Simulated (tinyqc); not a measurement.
Energy relaxation with and without hot phonons: decay of LO phonons and the hot-phonon bottleneck in the cooling of electrons. Computed by tinyqc, a small Python program. Command: `OMP_NUM_THREADS=1 python tinyqc.py 3006816 3006817 out.jsonl hotphonon walk`. One thread of a shared host (Intel(R) Xeon(R) Processor @ 2.30GHz), about 0.01 s of CPU time with the checks.

n(E, T) = 1/(exp(E/(k_B T)) - 1) is the Bose occupation. Electrons have a temperature T_e; the LO modes within their reach share one occupation N; the decay products stay at the lattice temperature.

Inputs (values chosen for the exercise, modelled on aluminium nitride):
```
quantity,value,unit
LO energy hbar omega,109,meV
"lifetime at T = 0, tau_0",1.3,ps
share f of the energy in the softer product,0.3,-
lattice temperature T,500,K
electron mass m*,0.336,m_0
eps_inf,4.8,-
static dielectric constant eps_s,8.36,-
electron density n,1.1e+19,1/cm^3
"density of LO modes that the electrons reach, N_m",2.6e+19,1/cm^3
```

Decay channel: two unequal phonons (Ridley).

Constants: k_B = 8.617333262e-05 eV/K; c = 299792458 m/s; e^2/(4 pi eps_0) = 14.39964548 eV angstrom; hbar^2/(2 m_0) = 3.80998212 eV angstrom^2; hbar = 6.582119569e-16 eV s; e = 1.602176634e-19 C; k_B = 1.380649e-23 J/K.

Method:
- Decay rate 1/tau = (1/tau_0) [1 + n(f hbar omega) + n((1 - f) hbar omega)].
- Full width Gamma = 1/(2 pi c tau) in 1/cm, c in cm/s.
- Froehlich coupling alpha = (e^2/(4 pi eps_0)) (1/eps_inf - 1/eps_s) k_0/(2 hbar omega), k_0 = sqrt(m* hbar omega/(hbar^2/(2 m_0))); emission time tau_sp = hbar/(2 alpha hbar omega); bottleneck ratio r = (n/N_m) tau/tau_sp.
- Net emission per electron: [(N + 1) x - N]/tau_sp with x = exp(-hbar omega/(k_B T_e)), a simple two-level balance; steady state of the modes: n [(N + 1) x - N]/tau_sp = N_m (N - N_0)/tau; power per electron P = hbar omega [(N + 1) x - N]/tau_sp.
- P(T_e) = (hbar omega/tau_sp) [(N_0 + 1) x - N_0]/[1 + r (1 - x)], and r = 0 without hot phonons; energy relaxation time tau_E = (3/2) k_B (T_e - T)/P.

emission time tau_sp = 5.25521 fs

equilibrium LO occupation N_0 = 0.0865740

bottleneck ratio r = 50.1867

phonon lifetime tau = 0.623390 ps

Cooling:
```
T_e (K),"P, cold phonons (nW)","P, hot phonons (nW)",ratio,tau_E (ps),N
530,44.292,0.95104,46.572,0.65327,0.10094
580,120.13,2.6392,45.518,0.62777,0.12643
650,228.09,5.1819,44.018,0.59948,0.16483
800,455.21,11.141,40.861,0.55769,0.25482
1000,731.53,19.760,37.021,0.52403,0.38500
1300,1077.0,33.428,32.219,0.49562,0.59142
1800,1500.5,56.984,26.332,0.47246,0.94716
2500,1889.4,90.281,20.928,0.45879,1.4500
```

Reabsorption cuts the loss by a factor 46.6 at the lowest T_e and 20.9 at the highest; the factor is 1 + r (1 - x) with r = 50.2. tau_E runs from 0.65 to 0.46 ps, with its shortest value, 0.46 ps, at T_e = 2500 K, against tau_sp = 5.3 fs and a phonon lifetime of 0.62 ps. For r (1 - x) much above 1 the loss tends to hbar omega (N_m/n)(n(hbar omega, T_e) - N_0)/tau, in which tau_sp no longer appears. Pauli blocking is left out, as are upper valleys and non-parabolic bands, which can matter above about 1000 K. Caution: alpha is above 1/2, so hbar/tau_sp exceeds hbar omega and the emission time, a weak-coupling result, is only rough.

Extremes, crossings and ranges named in words are read from the listed rows.
